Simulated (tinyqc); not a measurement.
Worked calculation: gated graphene: carriers, quantum capacitance and optical conductivity. Values are carried at full precision from step to step, so a last printed digit may differ when a step is redone from the rounded ones.

Cones E = +/- hv |k|, four flavours, D(E) = 2|E|/(pi hv^2). n = (2/pi)(kT/hv)^2 F_1(mu/kT), p = (2/pi)(kT/hv)^2 F_1(-mu/kT), in 1/angstrom^2 (1e16 for 1/cm^2); F_1(eta) = integral_0^infinity x dx/(1 + exp(x - eta)). Cq/e^2 = d(n - p)/d mu = (2 kT/(pi hv^2)) ln(2 + 2 cosh(mu/kT)).

Gate: V = mu/e + e (n - p)/Cox with Cox/e^2 = k/(4 pi e2 t), t in angstrom, e2 = e^2/(4 pi eps0); 1/(eV angstrom^2) in C/e^2 equals 1602.176634 microfarad/cm^2; total 1/C = 1/Cox + 1/Cq.

Constants: kB = 8.617333262e-05 eV/K; e^2/(4 pi eps0) = 14.39964547 eV angstrom; fine-structure constant alpha = 0.007297352564.

Inputs chosen for the exercise (Fermi velocity near that of graphene, gate dielectric near SiO2; not measured data): hv = 6.34 eV angstrom (hbar vF); T = 77 K; k = 3.83 (dielectric constant of the gate layer); t = 10 nm (its thickness); V = 5.27 V (gate voltage from the neutrality point); E = 0.437 eV (photon energy); Gm = 2 meV (intraband damping).

## Chemical potential at the gate voltage

Solve the gate equation for mu.

Cox = 0.3391 microfarad/cm^2
mu = 0.3620 eV
n = 1.04e+13 1/cm^2
p = 0 1/cm^2

mu takes 6.9 % of the gate voltage; the zero-temperature rule |mu| = hv sqrt(pi |n - p|) gives 0.3622 eV.

## Quantum capacitance

1/(eV angstrom^2) in C/e^2 equals 1602.176634 microfarad/cm^2; 1/C = 1/Cox + 1/Cq.

Cq = 9.186 microfarad/cm^2
C = 0.3270 microfarad/cm^2
Cq at mu = 0 = 0.2334 microfarad/cm^2

C is 0.964 of Cox.

## Optical conductivity at one energy

Conductivity over sigma0 = e^2/(4 hbar): interband Re = sinh(E/2kT)/(cosh(mu/kT) + cosh(E/2kT)); intraband Re = (8 kT/pi) ln(2 cosh(mu/2kT)) Gm/(E^2 + Gm^2). A free sheet absorbs about pi alpha_f Re(sigma/sigma0), alpha_f the fine-structure constant (alpha among the constants).

Evaluate both parts and the absorption.

interband = 0.0000
intraband = 0.0048
absorption = 0.011 %

E is below 2|mu| = 0.7240 eV; at this temperature interband transitions are mostly Pauli blocked; the universal value is pi alpha_f = 2.293 %.

## Checks

- Cq/e^2 against the finite difference of n - p (1/(eV angstrom^2)): both 0.005733.

Computed by tinyqc, a small Python program: `OMP_NUM_THREADS=1 python tinyqc.py 1650469 1650470 out.jsonl` (the numbers bound the seed that draws the inputs); one thread of a shared host (Intel(R) Xeon(R) Processor @ 2.30GHz), about 0.01 s for the whole set of steps.
